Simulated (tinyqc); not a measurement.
Inside a calculation. Method: CCSD on RHF in the 6-31g basis, for H3+, spin multiplicity 1. One step of it, computed by the program tinyqc.

Question. Iteration 6 (converged): orbitals. Diagonalise F' = X^T F X, C = X C', fill 1 alpha and 1 beta electrons from the bottom; D = 2 C_occ C_occ^T. Each column has its largest component positive (the first on a tie).

converged F (hartree), order 1H 1s, 1H 2s, 2H 1s, 2H 2s, 3H 1s, 3H 2s:
$$\begin{pmatrix}
-0.569667 & -0.867643 & -0.615412 & -0.680130 & -0.615412 & -0.680130 \\
-0.867643 & -0.815923 & -0.607737 & -0.663605 & -0.607737 & -0.663605 \\
-0.615412 & -0.607737 & -0.317427 & -0.640595 & -0.190913 & -0.347445 \\
-0.680130 & -0.663605 & -0.640595 & -0.608358 & -0.347445 & -0.465728 \\
-0.615412 & -0.607737 & -0.190913 & -0.347445 & -0.317427 & -0.640595 \\
-0.680130 & -0.663605 & -0.347445 & -0.465728 & -0.640595 & -0.608358
\end{pmatrix}$$

X, order 1H 1s, 1H 2s, 2H 1s, 2H 2s, 3H 1s, 3H 2s:
$$\begin{pmatrix}
1.305018 & -0.629925 & -0.120355 & 0.110735 & -0.120355 & 0.110735 \\
-0.629925 & 3.528804 & -0.026935 & -1.478413 & -0.026935 & -1.478413 \\
-0.120355 & -0.026935 & 1.275714 & -0.473960 & 0.040761 & 0.062959 \\
0.110735 & -1.478413 & -0.473960 & 2.089018 & 0.062959 & 0.413447 \\
-0.120355 & -0.026935 & 0.040761 & 0.062959 & 1.275714 & -0.473960 \\
0.110735 & -1.478413 & 0.062959 & 0.413447 & -0.473960 & 2.089018
\end{pmatrix}$$

Give: F' = X^T F X; orbital energies; coefficients C; D after iteration 6.

Answer.

F' = X^T F X (hartree):
$$\begin{pmatrix}
0.1385 & -0.6450 & -0.3831 & -0.0895 & -0.3831 & -0.0895 \\
-0.6450 & 0.1215 & -0.1607 & -0.2051 & -0.1607 & -0.2051 \\
-0.3831 & -0.1607 & 0.2224 & -0.5040 & 0.0677 & -0.0251 \\
-0.0895 & -0.2051 & -0.5040 & -0.0001 & -0.0251 & -0.0906 \\
-0.3831 & -0.1607 & 0.0677 & -0.0251 & 0.2224 & -0.5040 \\
-0.0895 & -0.2051 & -0.0251 & -0.0906 & -0.5040 & -0.0001
\end{pmatrix}$$

orbital energies (hartree): MO1 -1.0677, MO2 -0.3574, MO3 0.0109, MO4 0.5137, MO5 0.6026, MO6 1.0025

coefficients C, order 1H 1s, 1H 2s, 2H 1s, 2H 2s, 3H 1s, 3H 2s:
$$\begin{pmatrix}
0.3761 & 0.0000 & 0.2821 & -0.6563 & 0.0000 & -1.2254 \\
0.4047 & 0.0000 & 2.7104 & 1.8679 & 0.0000 & 2.4946 \\
0.2333 & 0.3192 & -0.0224 & -0.6526 & -0.8971 & 0.6967 \\
0.0288 & 0.6060 & -1.8295 & -0.2718 & 1.0866 & -1.4113 \\
0.2333 & -0.3192 & -0.0224 & -0.6526 & 0.8971 & 0.6967 \\
0.0288 & -0.6060 & -1.8295 & -0.2718 & -1.0866 & -1.4113
\end{pmatrix}$$

D after iteration 6, order 1H 1s, 1H 2s, 2H 1s, 2H 2s, 3H 1s, 3H 2s:
$$\begin{pmatrix}
0.2829 & 0.3044 & 0.1755 & 0.0216 & 0.1755 & 0.0216 \\
0.3044 & 0.3275 & 0.1888 & 0.0233 & 0.1888 & 0.0233 \\
0.1755 & 0.1888 & 0.1089 & 0.0134 & 0.1089 & 0.0134 \\
0.0216 & 0.0233 & 0.0134 & 0.0017 & 0.0134 & 0.0017 \\
0.1755 & 0.1888 & 0.1089 & 0.0134 & 0.1089 & 0.0134 \\
0.0216 & 0.0233 & 0.0134 & 0.0017 & 0.0134 & 0.0017
\end{pmatrix}$$
